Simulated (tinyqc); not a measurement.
Scan in temperature at fixed frequency: admittance spectroscopy and thermally stimulated current of one trap level in a depletion layer. Computed by tinyqc, a small Python program. Command: `OMP_NUM_THREADS=1 python tinyqc.py 3114359 3114360 out.jsonl admit walk`. One thread of a shared host (Intel(R) Xeon(R) Processor @ 2.30GHz), about 0.01 s of CPU time with the checks.

A Schottky junction on n-type material holds one donor-like electron trap; shallow donors are fully ionised and abrupt depletion edges are assumed.

Inputs (values chosen for the exercise, modelled on n-type 4H-SiC):

| quantity | value | unit |
|---|---|---|
| dielectric constant eps | 9.8 | - |
| density-of-states mass m | 0.779 | m_0 |
| shallow doping N | 5.4e+15 | 1/cm^3 |
| trap density N_t | 2.9e+14 | 1/cm^3 |
| trap depth E_t below the band | 0.33 | eV |
| capture cross section sigma | 2.5e-14 | cm^2 |
| band bending V_b | 1.3 | V |
| test frequency f | 70000 | Hz |

Constants: k_B = 1.380649e-23 J/K; m_0 = 9.1093837015e-31 kg; h = 6.62607015e-34 J s; k_B = 8.617333262e-05 eV/K; eps_0 = 8.8541878128e-12 F/m; e = 1.602176634e-19 C.

Method:
- N_c = 2 (2 pi m k_B T/h^2)^(3/2), v_th = sqrt(3 k_B T/m), emission rate e_n = sigma v_th N_c exp(-E_t/(k_B T)).
- Where the level crosses the Fermi level capture equals emission, so the trap follows the signal with the rate 2 e_n; G/omega peaks at omega = 2 e_n (the correction for large N_t/N is left out).
- Solve 2 e_n(T_p) = 2 pi f.
- With E_c - E_F = k_B T_p ln(N_c/N): lambda = sqrt(2 eps eps_0 (E_t - (E_c - E_F))/(e^2 N)); traps are empty and charged for x < x_t = w - lambda, and V_b = e (N w^2 + N_t x_t^2)/(2 eps eps_0). High frequency: C_hf = eps eps_0/w. Low frequency: C_lf = eps eps_0 (N + N_t)/(N w + N_t x_t).
- With x = omega/(2 e_n): C = C_hf + (C_lf - C_hf)/(1 + x^2), G/omega = (C_lf - C_hf) x/(1 + x^2); C_hf and C_lf are held at their values at T_p.

peak temperature T_p = 231.358 K

C_hf = 17.1709 nF/cm^2

C_lf = 17.5034 nF/cm^2

Admittance:

| T (K) | omega/(2 e_n) | C (nF/cm^2) | G/omega (nF/cm^2) |
|---|---|---|---|
| 203.6 | 12.333 | 17.173 | 0.02679 |
| 212.8 | 5.006 | 17.184 | 0.06387 |
| 219.8 | 2.646 | 17.212 | 0.10998 |
| 226.7 | 1.463 | 17.277 | 0.15490 |
| 231.4 | 0.997 | 17.338 | 0.16626 |
| 236.0 | 0.694 | 17.395 | 0.15576 |
| 242.9 | 0.413 | 17.455 | 0.11736 |
| 252.2 | 0.214 | 17.489 | 0.06813 |
| 263.7 | 0.101 | 17.500 | 0.03327 |

The peak of G/omega is half the step, 0.166 nF/cm^2. Its full width is near 2 ln(2 + sqrt3) k_B T_p^2/(E_t + 2 k_B T_p) = 32.8 K.

Extremes, crossings and ranges named in words are read from the listed rows.
